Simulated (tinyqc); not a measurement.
Free and nearly free electrons in a metal, step by step. Values are carried at full precision from step to step, so a last printed digit may differ when a step is redone from the rounded ones.

The cubic cell holds 4 atoms: n = 4 z/a^3, kF = (3 pi^2 n)^(1/3), EF = c kF^2/m, vF = 2 c kF/(m hbar), c = hbar^2/2m0; rs = (3/(4 pi n))^(1/3)/a0; D(EF) = 3 n/(2 EF).

Constants: hbar^2/2m0 = 3.80998211 eV angstrom^2; hbar = 6.58211957e-16 eV s; a0 (Bohr radius) = 0.5291772105 angstrom; kB = 8.617333262e-05 eV/K.

Parameters, chosen for this exercise (near those of Cu, whose d bands this model ignores; not measured data):
- a = 3.601 angstrom (fcc lattice constant)
- z = 1 (free electrons an atom)
- m = 1 m0 (mass)
- rho = 1.86 micro-ohm cm (bulk resistivity)
- T = 290 K
- V = 0.67 eV (|V_G| for G = (111))
- x = 0.79 (k along G as a share of |G|/2)

## The Fermi sphere

Evaluate the free-electron quantities.

n = 0.08566 1/angstrom^3
kF = 1.3638 1/angstrom
EF = 7.086 eV
vF = 1.579e+06 m/s
rs = 2.659
D(EF) per atom = 0.2117 1/eV

## Relaxation time and mean free path

Drude: 1/rho = n e^2 tau/(m m0) with e = 1.602176634e-19 C and m0 = 9.1093837e-31 kg; mean free path l = vF tau; rho l = hbar kF/(n e^2) = 12 pi^3 hbar/(e^2 S) with S = 4 pi kF^2 does not depend on tau or m.

Use SI units: n in 1/m^3 (1e30 per 1/angstrom^3), rho in ohm m (1e-8 per micro-ohm cm).

tau = 22.27 fs
l = 35.16 nm
rho l = 6.540 1e-16 ohm m^2

Wires lose conductivity to surfaces and grain boundaries, with an excess that scales as rho l over the width and is of the order of rho itself at a width of l = 35 nm.

## Thermal quantities

gamma = (pi^2/3) kB^2 D(EF) per atom, times 96485.33 x 1e3 for mJ/(mol K^2); mu(T) = EF (1 - (pi kB T/EF)^2/12); Wiedemann-Franz kappa = L0 T/rho with L0 = (pi^2/3) (kB/e)^2, kB/e in V/K.

gamma = 0.499 mJ/(mol K^2)
mu - EF = -0.0725 meV
kappa = 381 W/(m K)

## The sphere against the zone faces

Take G = (hkl) 2 pi/a for (111), (200) and (220), with the number of equivalent faces. The Bragg plane of G lies at |G|/2 with |G| = (2 pi/a) sqrt(h^2 + k^2 + l^2). Where kF exceeds it, the sphere cuts the plane in a circle of radius sqrt(kF^2 - G^2/4).

Distance and circle for each G:
```
G      faces  |G|/2 (1/angstrom)  kF/(|G|/2)  circle radius
(111)      8              1.5111      0.9025              -
(200)      6              1.7448      0.7816              -
(220)     12              2.4676      0.5527              -
```

The sphere stays inside the first zone; it reaches 0.903 of the way to the nearest faces.

## Two plane waves near the face

Two plane waves k and k - G, G = (111) (2 pi/a): H = [[c k^2/m, V], [V, c (k - G)^2/m]] with c = hbar^2/2m0.

Build H for k along G, diagonalise, and give the weight of the first wave in the lower state and its velocity along G relative to a free electron, (w k + (1 - w)(k - G))/k.

H (eV):
```
        1        2
1  5.4294   0.6700
2  0.6700  12.7370
```

levels (eV): 5.3685  12.7980

w = 0.9918
v/v_free = 0.9792

The splitting is 7.429 eV here and 2V = 1.34 eV on the face, where the normal velocity vanishes. There the lower band lies at 8.030 eV, above the free EF of 7.086 eV, so the Fermi surface does not reach the face. The real noble metals have necks on these faces, through a gap of 4 to 5 eV at L and their d bands.

## Checks

- Lower level against the closed form of the 2 x 2 problem (eV): both 5.3685.
- The product rho l against hbar kF/(n e^2) (1e-16 ohm m^2): both 6.540.

Run: tinyqc, `OMP_NUM_THREADS=1 python tinyqc.py 1650140 1650141 out.jsonl`; Intel(R) Xeon(R) Processor @ 2.30GHz, one thread, shared host; about 0.01 s of CPU time with all checks.
